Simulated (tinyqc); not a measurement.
# Worked calculation: random telegraph noise from one oxide trap in a small MOSFET

Program tinyqc, `OMP_NUM_THREADS=1 python tinyqc.py 2710002 2710003 out.jsonl`; Intel Xeon 2.30GHz, shared host, one thread, about 0.01 s. Printed values are rounded.

An acceptor-like trap exchanges electrons with the channel. Inversion charge Q = Cox u, u = n Vt W0(exp((Vg - VT)/(n Vt))), W0 the Lambert function, n = nf, Cox = eps0 eox/tox; linear regime Id = (W/L) mu Q Vd. Relative to threshold the surface potential rises by Vt ln(u/u0) and the oxide voltage by the rest of Vg - VT, with u0 = n Vt W0(1).

Values chosen for this exercise; values of the order met in silicon transistors: temperature T = 350 K; relative permittivity of the gate insulator (close to silicon dioxide) eox = 3.9; insulator thickness tox = 2.6 nm; depth of the trap from the channel interface xt = 1.1 nm; trap level above the channel Fermi level at threshold E0 = 0.04 eV; capture prefactor s0 = 2e-17 cm^2; capture barrier (lattice relaxation) EB = 0.44 eV; tunnelling decay length lt = 0.14 nm; thermal velocity vth = 1.8e7 cm/s; thickness of the inversion layer zi = 2.2 nm; threshold voltage VT = 0.24 V; body factor nf = 1.2; gate width W = 24 nm; gate length L = 140 nm; mobility mu = 280 cm^2/(V s); scattering coefficient of the charged trap asc = 0 V s; drain voltage Vd = 0.05 V; gate voltage Vg = 0.26 V.

Constants: q = 1.602176634e-19 C, kB = 1.380649e-23 J/K, Vt = kB T/q, eps0 = 8.8541878128e-14 F/cm where lengths are in cm. Results are converted to the units shown.

Range of the model: With fewer than ten electrons in the channel, current percolates around random dopants and traps, and real steps can be several times larger than this uniform estimate. VT is taken as given; short-channel effects and the uneven flow of current among few electrons are left out.

## Trap level, time constants and occupancy

N = Cox u/q; dpsi = Vt ln(u/u0); E = E0 - dpsi - (xt/tox)(Vg - VT - dpsi); capture time tc = 1/[(N/zi) vth s0 exp(-xt/lt - EB/Vt)]; emission time te = tc exp(-E/Vt); occupancy te/(tc + te).

u = 0.0285655 V
N = 2.36794e11 cm^-2
dpsi = 0.00996754 V
E = 0.0257880 eV
tc = 14.4472 s
te = 6.14404 s
occupancy = 0.298381

The trap lies 0.86 Vt above the Fermi level, so it is empty most of the time.

## Step height

A = W L; threshold step dV = q (1 - xt/tox)/(Cox A); gm/Id = 1/(u + n Vt); relative step dI/I = (gm/Id) dV + asc mu/A. Id as defined.

electrons in the channel N A = 7.95628
dV = 2.07133 mV
gm/Id = 15.4420 1/V
number part of dI/I = 3.19856 %
dI/I = 3.19856 %
Id = 0.0910526 uA
dI = 2.91237 nA

## Lorentzian spectrum

Spectrum S(f) = 4 dI^2/{(tc + te)[(1/tc + 1/te)^2 + (2 pi f)^2]}; corner fc = (1/tc + 1/te)/(2 pi); variance dI^2 tc te/(tc + te)^2. Give S at f = 0, at fc and at 10 fc.

fc = 0.0369203 Hz
S(0) = 3.06183e-17 A^2/Hz
S(fc) = 1.53091e-17 A^2/Hz
S(10 fc) = 3.03151e-19 A^2/Hz
rms current = 1.33255 nA

The rms value is 0.458 of the step; it reaches its largest share, 1/2, when tc = te.
